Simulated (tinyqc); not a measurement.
Number of periods: periodic multilayer mirror for extreme ultraviolet light.

s polarisation, vacuum above. q_j = sqrt(N_j^2 - sin^2 theta); interface r_jk = (q_j - q_k)/(q_j + q_k) exp(-2 (2 pi/lam)^2 q_j q_k sg^2) (Nevot-Croce; sg = 0 if not given); phase factor of a layer x_j = exp(4 pi i q_j d_j/lam). Each period has the spacer (thickness (1 - Gm) L) on top of the absorber (Gm L). In this recursion R is the amplitude; R in tables and results is the reflectance, its squared modulus. The substrate is of the spacer material. Starting with R = 0 in it, each interface upward gives R -> (r + R x)/(1 + r R x), x that of the layer below the interface (1 for the substrate).

Parameters, chosen for this exercise (optical constants near those of Mo and Si at 13.5 nm; the results hold for these values, not for the real material):
- lam = 13.5 nm (wavelength)
- dA = (0.0735, 0.00618) (delta and beta of the absorber, N = 1 - delta + i beta)
- dS = (0.0012, 0.00183) (delta and beta of the spacer and the substrate)
- L = 6.85 nm (period)
- Gm = 0.34 (absorber share of the period)
- theta = 0 degrees (angle from the normal)
- sg = 0.2 nm (interface roughness)

The last column sets both beta to zero.

Reflectance:
```
periods      R  R without absorption
5        0.082                 0.090
10       0.249                 0.298
15       0.410                 0.516
20       0.528                 0.688
30       0.653                 0.882
40       0.699                 0.957
50       0.714                 0.985
60       0.719                 0.995
100      0.722                 1.000
```

Give the missing row, periods = 80.

Computed row:
```
periods      R  R without absorption
80       0.722                 0.999
```

R reaches 0.699 at 40 periods and 0.722 at 100; it stays within 0.01 of the last value from 50 periods on. Without absorption the last value is 1.000: absorption, not the count of layers, caps the mirror, and the roughness, which weakens each reflection, lowers that cap further.

Run: tinyqc, `OMP_NUM_THREADS=1 python tinyqc.py 1651478 1651479 out.jsonl`; Intel(R) Xeon(R) Processor @ 2.30GHz, one thread, shared host; about 0.01 s of CPU time with all checks.
